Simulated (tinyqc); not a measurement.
Where a level does most harm: Shockley-Read-Hall recombination through one deep level.

One level at Et with degeneracy 1: tn = 1/(sn vth Nt), tp = 1/(sp_ vth Nt), n1 = Nc exp((Et - Eg)/kT), p1 = Nv exp(-Et/kT), ni^2 = n1 p1. Equilibrium n0 = Nm, p0 = ni^2/Nm; n = n0 + dn, p = p0 + dn. U = (n p - ni^2)/(tp (n + n1) + tn (p + p1)), lifetime dn/U; emission rates en = sn vth n1, ep = sp_ vth p1.

Constants: kB = 8.617333262e-05 eV/K.

Inputs chosen for the exercise (gap and densities of states near those of Si at this temperature; shifted at random, so the results belong to these values and not to a real crystal):
- Eg = 1.123 eV (gap)
- Nc = 3.51e+19 1/cm^3 (conduction-band density of states)
- Nv = 1.4e+19 1/cm^3 (valence-band density of states)
- T = 350 K
- Nt = 3.1e+14 1/cm^3 (defects)
- sn = 5.9e-15 cm^2 (electron capture cross-section)
- sp_ = 2.4e-16 cm^2 (hole capture cross-section)
- vth = 13000000 cm/s (thermal velocity, both carriers)
- Nm = 3.1e+15 1/cm^3 (equilibrium electrons for the lifetime steps)

Et takes the values listed; G = Nt en ep/(en + ep) in a depleted region; the lifetime is for dn = 1e11 1/cm^3.

Results:
```
Et (eV)  lifetime (microsecond)  G (1/(cm^3 s))
0.067                      21.6        5.20e+11
0.157                      2.08        1.03e+13
0.247                      1.09        2.03e+14
0.337                      1.04        4.01e+15
0.427                      1.03        7.87e+16
0.517                      1.03        3.71e+17
0.606                      1.03        2.54e+16
0.696                      1.04        1.29e+15
0.786                      1.20        6.51e+13
0.966                      65.3        1.67e+11
1.056                  1.27e+03        8.43e+09
```

Give the missing row, Et (eV) = 0.876.

Computed row:
```
Et (eV)  lifetime (microsecond)  G (1/(cm^3 s))
0.876                      4.28        3.29e+12
```

Generation peaks where en = ep, at Eg/2 + (kT/2) ln(sp_ Nv/(sn Nc)) = 0.499 eV; the largest value listed is at 0.517 eV, and G falls by a decade for each 0.069 eV away from the peak. The lifetime is within a factor 2 of its minimum, 1.03 microsecond, from 0.247 to 0.786 eV: recombination tolerates a wide range of Et, generation a narrow one.

Program tinyqc; command `OMP_NUM_THREADS=1 python tinyqc.py 1680555 1680556 out.jsonl`; about 0.01 s on one thread of a shared Intel(R) Xeon(R) Processor @ 2.30GHz.
